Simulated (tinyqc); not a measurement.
Inside a calculation: free and nearly free electrons in a metal. Values are carried at full precision from step to step, so a last printed digit may differ when a step is redone from the rounded ones.

The cubic cell holds 2 atoms: n = 2 z/a^3, kF = (3 pi^2 n)^(1/3), EF = c kF^2/m, vF = 2 c kF/(m hbar), c = hbar^2/2m0; rs = (3/(4 pi n))^(1/3)/a0; D(EF) = 3 n/(2 EF).

Constants: hbar^2/2m0 = 3.80998211 eV angstrom^2; hbar = 6.58211957e-16 eV s; a0 (Bohr radius) = 0.5291772105 angstrom; kB = 8.617333262e-05 eV/K.

Inputs chosen for the exercise (near those of W, whose d bands this model ignores; shifted at random, so the results belong to these values and not to a real crystal):
- a = 3.165 angstrom (bcc lattice constant)
- z = 2 (free electrons an atom)
- m = 1 m0 (mass)
- rho = 6.07 micro-ohm cm (bulk resistivity)
- T = 290 K
- V = 0.49 eV (|V_G| for G = (110))
- x = 0.83 (k along G as a share of |G|/2)

## The Fermi sphere

Evaluate the free-electron quantities.

n = 0.12616 1/angstrom^3
kF = 1.5516 1/angstrom
EF = 9.173 eV
vF = 1.796e+06 m/s
rs = 2.337
D(EF) per atom = 0.3271 1/eV

## Relaxation time and mean free path

Drude: 1/rho = n e^2 tau/(m m0) with e = 1.602176634e-19 C and m0 = 9.1093837e-31 kg; mean free path l = vF tau; rho l = hbar kF/(n e^2) = 12 pi^3 hbar/(e^2 S) with S = 4 pi kF^2 does not depend on tau or m.

Use SI units: n in 1/m^3 (1e30 per 1/angstrom^3), rho in ohm m (1e-8 per micro-ohm cm).

tau = 4.63 fs
l = 8.32 nm
rho l = 5.052 1e-16 ohm m^2

Wires lose conductivity to surfaces and grain boundaries, with an excess that scales as rho l over the width and is of the order of rho itself at a width of l = 8 nm. For a transition metal free electrons can miss l and rho l by a factor of two.

## Thermal quantities

gamma = (pi^2/3) kB^2 D(EF) per atom, times 96485.33 x 1e3 for mJ/(mol K^2); mu(T) = EF (1 - (pi kB T/EF)^2/12); Wiedemann-Franz kappa = L0 T/rho with L0 = (pi^2/3) (kB/e)^2, kB/e in V/K.

gamma = 0.771 mJ/(mol K^2)
mu - EF = -0.0560 meV
kappa = 117 W/(m K)

The d states at EF, left out, make the measured gamma larger.

## The sphere against the zone faces

Take G = (hkl) 2 pi/a for (110), (200) and (211), with the number of equivalent faces. The Bragg plane of G lies at |G|/2 with |G| = (2 pi/a) sqrt(h^2 + k^2 + l^2). Where kF exceeds it, the sphere cuts the plane in a circle of radius sqrt(kF^2 - G^2/4).

Distance and circle for each G:
```
G      faces  |G|/2 (1/angstrom)  kF/(|G|/2)  circle radius
(110)     12              1.4038      1.1053         0.6611
(200)      6              1.9852      0.7816              -
(211)     24              2.4314      0.6382              -
```

The sphere crosses the (110) faces, so electrons spill into higher zones.

## Two plane waves near the face

Two plane waves k and k - G, G = (110) (2 pi/a): H = [[c k^2/m, V], [V, c (k - G)^2/m]] with c = hbar^2/2m0.

Build H for k along G, diagonalise, and give the weight of the first wave in the lower state and its velocity along G relative to a free electron, (w k + (1 - w)(k - G))/k.

H (eV):
```
[[5.1720, 0.4900],
 [0.4900, 10.2773]]
```

levels (eV): [5.1254, 10.3239]

w = 0.9910
v/v_free = 0.9784

The splitting is 5.198 eV here and 2V = 0.98 eV on the face, where the normal velocity vanishes. There the lower band lies at 7.018 eV and the upper at 7.998 eV, both below the free EF of 9.173 eV: the face centre is filled in both bands and band 2 holds electrons here, while band 1 may keep holes at the zone corners.

## Checks

- Lower level against the closed form of the 2 x 2 problem (eV): both 5.1254.
- The product rho l against hbar kF/(n e^2) (1e-16 ohm m^2): both 5.052.

(tinyqc, `OMP_NUM_THREADS=1 python tinyqc.py 1680938 1680939 out.jsonl`, Intel(R) Xeon(R) Processor @ 2.30GHz, 1 thread, shared host, about 0.01 s.)
